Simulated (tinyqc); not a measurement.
Image-sensor pixel with a pinned photodiode, signal and noise: one step of the calculation.

A buried n layer between a heavily doped p+ surface layer and a p layer is emptied into a floating diffusion, read through a source follower with correlated double sampling (reset noise cancelled). One-dimensional abrupt junctions; no blooming, lag or crosstalk.

Task. Quantum efficiency and dark current. QE = (1 - Rf)[exp(-al x1) - exp(-al x2)]. ni = sqrt(Nc Nv) exp(-Eg/(2 Vt)), Eg in volts; dark rates ni Wd A/tg (generation) and Jd ni^2 A (diffusion).

Inputs (values chosen for the exercise); material values close to those of silicon:
- T = 293 K (temperature)
- Eg = 1.13 eV (band gap)
- Nc = 2.65e19 cm^-3 (conduction-band density of states at T)
- Nv = 2.6e19 cm^-3 (valence-band density of states at T)
- A = 1.1 um^2 (photodiode area)
- al = 0.627 1/um (absorption coefficient (light near 550 nm))
- Rf = 0.14 (optical loss before the silicon)
- x1 = 0.04 um (dead layer)
- x2 = 4 um (depth of collection)
- tg = 0.0062 s (generation lifetime)
- Wd = 1.7 um (depleted depth)
- Jd = 1.4e7 x 1e-20 cm^4/s (diffusion dark flux per ni^2)

Constants: q = 1.602176634e-19 C, kB = 1.380649e-23 J/K, Vt = kB T/q. Results are converted to the units shown.

Wanted: QE; ni; generation rate; diffusion rate.

Result.

QE = 0.76867
ni = 5.0207e9 cm^-3
generation rate = 1.5143 electrons/s
diffusion rate = 0.038820 electrons/s

Of the light that enters, 2.5 % is lost in the dead layer and 8.1 % passes the collecting depth.

tinyqc, about 0.01 s, one thread, Intel Xeon 2.30GHz (shared host): `OMP_NUM_THREADS=1 python tinyqc.py 2630001 2630002 out.jsonl`
